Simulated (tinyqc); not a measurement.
The same stress in different states: Raman shift of the zone-centre optical phonon of a diamond-structure crystal under stress. Computed by tinyqc, a small Python program. Command: `OMP_NUM_THREADS=1 python tinyqc.py 3031578 3031579 out.jsonl ramanstress walk`. One thread of a shared host (Intel(R) Xeon(R) Processor @ 2.30GHz), about 0.01 s of CPU time with the checks.

Axes x, y, z are the cube axes. Strain shifts the threefold optical mode and can split it; p, q and r are the phonon deformation potentials.

Inputs (values chosen for the exercise, for a model crystal):
```
quantity                         value  unit
unstrained frequency omega_0       221  1/cm
p/omega_0^2                      -2.46     -
q/omega_0^2                         -2     -
r/omega_0^2                      -1.27     -
C11                                286   GPa
C12                                135   GPa
C44                                111   GPa
stress sigma (tension positive)  -0.38   GPa
```

Stress state: uniaxial. Axis: [110].

Method:
- S11 = (C11 + C12)/D, S12 = -C12/D, D = (C11 - C12)(C11 + 2 C12), S44 = 1/C44.
- eps_xx = S11 sigma_xx + S12 (sigma_yy + sigma_zz), and cyclic; eps_xy = S44 sigma_xy/2 (tensor strain).
- Secular matrix: M_xx = p eps_xx + q (eps_yy + eps_zz), M_xy = 2 r eps_xy; its eigenvalues are omega^2 - omega_0^2, and the shifts are these over 2 omega_0.
- Uniaxial: sigma n n^T; biaxial: sigma (1 - n n^T); hydrostatic: sigma 1. The line seen from (001) is taken as unresolved, at the intensity-weighted shift M_zz/(2 omega_0).

S44 = 9.00901 1/TPa

S11 = 5.01453 1/TPa

S12 = -1.60799 1/TPa

Shifts (1/cm):
```
state                    lowest   middle  highest  line seen from (001)
uniaxial [100]          0.11998  0.11998  0.24790               0.11998
uniaxial [110]         -0.05627  0.11998  0.42416               0.11998
uniaxial [001]          0.11998  0.11998  0.24790               0.24790
uniaxial [111]          0.00248  0.00248  0.48291               0.16262
biaxial, normal [001]   0.23997  0.36789  0.36789               0.23997
biaxial, normal [111]   0.00496  0.48539  0.48539               0.32525
hydrostatic             0.48787  0.48787  0.48787               0.48787
```

What follows from these numbers?

Seen from (001), uniaxial stress along [100] and along [110] give the same shift (0.120), and equal biaxial stress in the plane gives twice as much (0.240), since only sigma_xx + sigma_yy and sigma_zz enter M_zz. Stress along [001] gives 0.248. One measured shift therefore fixes the stress only once its state is assumed: read as uniaxial in the plane, a shift implies twice the stress that it does read as biaxial.

Extremes, crossings and ranges named in words are read from the listed rows.
